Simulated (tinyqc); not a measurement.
# MOSFET in saturation, small-signal circuit and noise: gains against frequency

Bias by the inversion coefficient IC = I/Ispec (charge-based model with velocity saturation; weak inversion below 0.1, strong above 10). Common-source circuit: gm, gds, Cgs, Cgd and Cj at the inner nodes, Rg in series with the gate; quasi-static, no source or drain resistance, no gate-body capacitance, no substrate network, no induced gate noise, so fmax is an upper estimate.

Ispec = 2 n mu Cox (W/L) Vt^2, lc = Ls/L, gms = [sqrt((lc IC + 1)^2 + 4 IC) - 1]/[2 + lc (lc IC + 1)], gm = gms Ispec/(n Vt), gds = sg gm. qs = [sqrt(1 + 4 IC) - 1]/2, Cgs = Cox W L qs (2 qs + 3)/(3 (qs + 1)^2) + Cov W, Cgd = Cov W, Cd = Cj W, Rg = Rsh (Wf/L)/(12 Nf) + Rc/W with Nf = W/Wf fingers (not rounded) contacted at both ends. fT = gm/(2 pi (Cgs + Cgd)), fmax = fT/(2 sqrt(Rg (gds + 2 pi fT Cgd))). Inner admittances at w = 2 pi f: y11 = i w (Cgs + Cgd), y12 = -i w Cgd, y21 = gm - i w Cgd, y22 = gds + i w (Cgd + Cd). Invert to Z, add Rg to Z11 and invert back to Y. |h21| = |Y21/Y11|; U = |Y21 - Y12|^2/(4 [Re Y11 Re Y22 - Re Y12 Re Y21]). MSG = |Y21/Y12|; stability factor k = [2 Re Y11 Re Y22 - Re(Y12 Y21)]/|Y12 Y21|.

Values chosen for this exercise: temperature T = 300 K; gate length L = 350 nm; total gate width W = 20 um; gate capacitance Cox = 1.29 uF/cm^2; mobility mu = 130 cm^2/(V s); slope factor n = 1.34; velocity-saturation length Ls = 10 nm; ratio gds/gm sg = 0.006; overlap and fringe capacitance per side Cov = 0.41 fF/um; drain junction capacitance Cj = 0.86 fF/um; sheet resistance of the gate Rsh = 5 ohm; finger width Wf = 2 um; gate contact and vertical resistance Rc = 100 ohm um; inversion coefficient IC = 0.2.

Constants: q = 1.602176634e-19 C, kB = 1.380649e-23 J/K, Vt = kB T/q. Results are converted to the units shown.

The same in every row: f sqrt(U) (GHz) = 20.53.

Gains against frequency:
```
f (GHz)  |h21| (dB)  U (dB)  MSG (dB)         k
0.0046        40.09   72.99     25.52  0.002814
0.0087        34.55   67.46     22.75  0.005323
0.016         29.26   62.17     20.11  0.009789
0.03          23.80   56.71     17.38   0.01835
0.057         18.23   51.13     14.59   0.03485
0.11          12.53   45.42     11.74   0.06715
0.2           7.387   40.23     9.169    0.1215
0.37          2.195   34.88     6.573    0.2208
```

What does the table show?

Over the table |h21| falls by 19.9 dB a decade, U by 20.0 and MSG by 9.94. The product f sqrt(U) stays at 20.5 GHz, against fmax = 20.5 GHz from the formula. k stays below one in all rows, so the device is only conditionally stable. In every row fmax exceeds 4 fT, where channel resistance and substrate losses, left out here, would cap it.

tinyqc, about 0.01 s, one thread, Intel Xeon 2.30GHz (shared host): `OMP_NUM_THREADS=1 python tinyqc.py 2150064 2150065 out.jsonl`
